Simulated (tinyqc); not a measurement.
Joule-heated wire on a substrate, fin equation: two steps of the calculation.

A wire of length L loses heat along itself to two contacts and sideways to the substrate: kap A theta'' - g theta + p = 0 with theta = T - T0 and p(x) = p0 exp(-((x/L - x0)/sg)^2/2). The ends are held at T0. Constant conductivity, diffusive heat flow.

Values chosen for this exercise:

| symbol | value | unit | meaning |
|---|---|---|---|
| T0 | 300 | K | temperature of substrate and contacts |
| kap | 270 | W/(m K) | conductivity along the wire |
| A | 250 | nm^2 | cross-section |
| g | 0.37 | W/(m K) | conductance per length to the substrate |
| L | 1900 | nm | length between the contacts |
| p0 | 0.077 | uW/nm | peak heating per length |

Task 1. Healing length. LH = sqrt(kap A/g); far from the contacts uniform heating p0 would give theta = p0/g.

Find: LH; L/LH; p0/g.

Result 1.

LH = 427.12 nm
L/LH = 4.4484
p0/g = 208.11 K

Task 2. Temperature rise. Solve -c theta_(i-1) + d_i theta_i - c theta_(i+1) = b_i for nodes 1 to 9, with theta = 0 at nodes 0 and 10.

c = 0.35526316 uW/K

```
node    d (uW/K)         b (uW)
1     0.78082632  1.6662020e-16
2     0.78082632  1.0287758e-10
3     0.78082632   3.9494834e-6
4     0.78082632   0.0094272768
5     0.78082632      1.3991319
6     0.78082632      12.910930
7     0.78082632      7.4076901
8     0.78082632     0.26426189
9     0.78082632   5.8615530e-4
```

Wanted: theta.

Result 2.

theta, node 0 to 10 (K): 0.00  3.83  8.42  14.68  23.85  37.70  55.08  47.01  27.40  12.47  0.00

Numbers from tinyqc (`OMP_NUM_THREADS=1 python tinyqc.py 2520038 2520039 out.jsonl`; about 0.01 s on one thread of a shared Intel Xeon 2.30GHz).
